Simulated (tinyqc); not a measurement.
Pressure: conduction-band anticrossing with a localised impurity level.

Host conduction band EM(k) = Eg - al x + c k^2/mM, c = hbar^2/2m0, coupled to a flat level EI by V = C sqrt(x): H = [[EM, V], [V, EI]], E+/- = (EM + EI)/2 +/- sqrt((EM - EI)^2/4 + V^2). The host weight of a state at E is f = 1/(1 + V^2/(E - EI)^2), and its mass at k = 0 is mM/f. The gap is E-(0), the valence top staying at 0.

Constants: hbar^2/2m0 = 3.80998211 eV angstrom^2.

Inputs chosen for the exercise (host near GaAs; the results hold for these values, not for the real material): Eg = 1.539 eV (gap at Gamma to the s-like level); mM = 0.0675 m0 (mass of the host band); EI = 1.767 eV (impurity level, from the valence top of the host); C = 3.16 eV (coupling); al = 1.06 eV (linear shift of the host edge); x = 0.012 (impurity fraction); aM = 104 meV/GPa (pressure coefficient of the host edge); aI = 11 meV/GPa (pressure coefficient of the level).

Eg and EI move linearly with pressure; V is kept. The slope of E- is f aM + (1 - f) aI.

Results:
```
P (GPa)  EM (eV)  EI (eV)  E- (eV)  E+ (eV)  host weight of E-  slope of E- (meV/GPa)
0         1.5263   1.7670   1.2802   2.0131              0.664                   72.8
2         1.7343   1.7890   1.4144   2.1089              0.539                   61.2
3         1.8383   1.8000   1.4725   2.1658              0.472                   54.9
4         1.9423   1.8110   1.5243   2.2290              0.407                   48.8
5         2.0463   1.8220   1.5703   2.2980              0.346                   43.2
6         2.1503   1.8330   1.6109   2.3724              0.292                   38.1
7         2.2543   1.8440   1.6468   2.4515              0.245                   33.8
8         2.3583   1.8550   1.6787   2.5346              0.206                   30.2
```

Give the missing row, P (GPa) = 1.

Computed row:
```
P (GPa)  EM (eV)  EI (eV)  E- (eV)  E+ (eV)  host weight of E-  slope of E- (meV/GPa)
1         1.6303   1.7780   1.3502   2.0581              0.604                   67.2
```

The unmixed levels cross at 2.59 GPa, where E+ - E- has its minimum 2V = 0.692 eV and the weights are 1/2. The slope of E- falls from 73 to 30 meV/GPa, between the limits aM = 104 and aI = 11, as the state turns impurity-like. The X valleys, which pass below the Gamma edge of the host at high pressure, are left out.

Run: tinyqc, `OMP_NUM_THREADS=1 python tinyqc.py 1080077 1080078 out.jsonl`; Intel(R) Xeon(R) Processor @ 2.30GHz, one thread, shared host; about 0.01 s of CPU time with all checks.
